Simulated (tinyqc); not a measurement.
Worked calculation: hopping conduction between localised states. Computed by tinyqc, a small Python program that keeps every step. Command: `OMP_NUM_THREADS=1 python tinyqc.py 3025276 3025277 out.jsonl hop walk`. One thread of a shared host (Intel(R) Xeon(R) Processor @ 2.30GHz), about 0.01 s of CPU time with the checks. Intermediate numbers are printed to about 6 digits and carried at full precision; extremes and crossings named in words are read from the listed rows.

Energies are counted from the Fermi level. A small network shows the mechanism; the laws of an infinite system follow.

Inputs (values chosen for the exercise, for a model amorphous semiconductor):

| quantity | value | unit |
|---|---|---|
| localisation length xi | 1.1 | nm |
| density of states g_0 | 5.2e+12 | 1/(eV cm^2) |
| permittivity eps | 10 | - |
| activation energy E_a to extended states | 0.098 | eV |
| prefactor of activated conduction | 11 | microsiemens |
| prefactor of hopping | 0.45 | microsiemens |
| conductance scale G_0 | 1 | microsiemens |
| temperature T | 32 | K |

Dimension: 2D.

sites of the small network (nm, nm, meV):
```
      x     y  energy
1     0   2.3     0.3
2  1.24  0.06   -1.18
3  2.74  1.95   -7.68
4  3.49  1.12  -10.32
5   4.7  2.65   -2.36
6  5.95  1.49   -3.41
7  7.19  0.07    9.23
8   8.9  0.98   -0.98
```

Constants: k_B = 8.617333262e-05 eV/K; e^2/(4 pi eps_0) = 14.39964548 eV angstrom.

## Pair exponents

Miller-Abrahams exponent s_ij = 2 r_ij/xi + (|E_i| + |E_j| + |E_i - E_j|)/(2 k_B T); G_ij = G_0 exp(-s_ij). The diagonal is set to 0 and not used.

s_ij:
```
         1        2        3        4        5        6        7        8
1   0.0000   5.1918   7.9162  10.5496   9.5337  12.2634  17.0342  16.8230
2   5.1918   0.0000   7.1722   8.2646   8.7140  10.1862  14.5933  14.4553
3   7.9162   7.1722   0.0000   5.7764   6.5692   8.6811  14.9156  14.1231
4  10.5496   8.2646   5.7764   0.0000   7.2891   8.2655  14.0825  13.5821
5   9.5337   8.7140   6.5692   7.2891   0.0000   4.3372  10.7223   9.0737
6  12.2634  10.1862   8.6811   8.2655   4.3372   0.0000   8.0114   6.6798
7  17.0342  14.5933  14.9156  14.0825  10.7223   8.0114   0.0000   7.2245
8  16.8230  14.4553  14.1231  13.5821   9.0737   6.6798   7.2245   0.0000
```

## Kirchhoff solution

Site 1 is held at potential 1 and site 8 at 0; Kirchhoff's law sum_j G_ij (u_i - u_j) = 0 fixes the others; G = sum_j G_1j (1 - u_j). G_ij = G_0 exp(-s_ij).

potentials: 1.00000  0.92292  0.61177  0.58856  0.41972  0.38493  0.12736  0.00000

conductance G = 6.26112e-04 microsiemens

-ln(G/G_0) = 7.37598

## Critical path

Critical exponent s_c: the smallest value such that bonds with s_ij <= s_c connect site 1 with site 8.

critical exponent s_c = 7.17218

One such path is 1-2-3-5-6-8. -ln(G/G_0) = 7.38 against s_c = 7.17: the hardest unavoidable hop sets the conductance.

## The network against temperature

Miller-Abrahams exponent s_ij = 2 r_ij/xi + (|E_i| + |E_j| + |E_i - E_j|)/(2 k_B T); G_ij = G_0 exp(-s_ij). Site 1 is held at potential 1 and site 8 at 0; Kirchhoff's law sum_j G_ij (u_i - u_j) = 0 fixes the others; G = sum_j G_1j (1 - u_j). The last column is the length of the critical bond.

Network:

| T (K) | -ln(G/G_0) | s_c | critical hop (nm) |
|---|---|---|---|
| 9.6 | 10.6573 | 10.7110 | 4.32200 |
| 14.0 | 9.4997 | 9.8144 | 4.32200 |
| 22.0 | 8.2510 | 8.4381 | 2.41290 |
| 32.0 | 7.3760 | 7.1722 | 2.41290 |
| 48.0 | 6.6463 | 6.2676 | 2.99376 |
| 80.0 | 5.9982 | 5.5011 | 2.41290 |
| 160.0 | 5.4762 | 4.9441 | 2.41290 |
| 480.0 | 5.1154 | 4.6909 | 2.56031 |

-ln(G/G_0) follows s_c within 0.6. The critical hop is 4.32 nm long at the lowest T and 2.56 nm at the highest: on cooling the carrier goes farther to find a site of nearer energy, which is variable-range hopping, though in so small a sample not at every step.

## Variable-range laws

Mott: T_M = 13.8/(k_B g_0 xi^2), exponent (T_M/T)^(1/3), mean hop r = (1/3) xi times the exponent. Efros-Shklovskii: T_ES = 6.5 e^2/(4 pi eps eps_0 k_B xi), exponent (T_ES/T)^(1/2). Coulomb gap width g_0 (e^2/(4 pi eps eps_0))^2. The numerical coefficients come from percolation theory and are given.

T_M = 2.54517e+06 K

T_ES = 9874.15 K

Mott exponent = 43.0054

Efros-Shklovskii exponent = 17.5661

mean hop by the Mott formula = 15.7686 nm

Coulomb gap = 1.07822 meV

The larger exponent, here Mott, is the one that limits; the two are equal at T = 0.149 K, below which the Coulomb gap rules.

## Total conductivity

sigma = s_1 exp(-E_a/k_B T) + s_2 exp(-larger of the two exponents); reduced activation energy w = d ln(sigma)/d ln(T) by a central difference of +/- 1 %.

activated part = 4.04643e-15 microsiemens

hopping part = 9.46729e-20 microsiemens

conductivity = 4.04652e-15 microsiemens

reduced activation energy w = 35.5407

Activation to extended states carries 100 %. For sigma = s exp(-(T_0/T)^p), w = p (T_0/T)^p, so the slope of ln w against ln T gives -p.

Checks made by the program: current leaving the first site against current entering the last (relative difference below 1e-10).
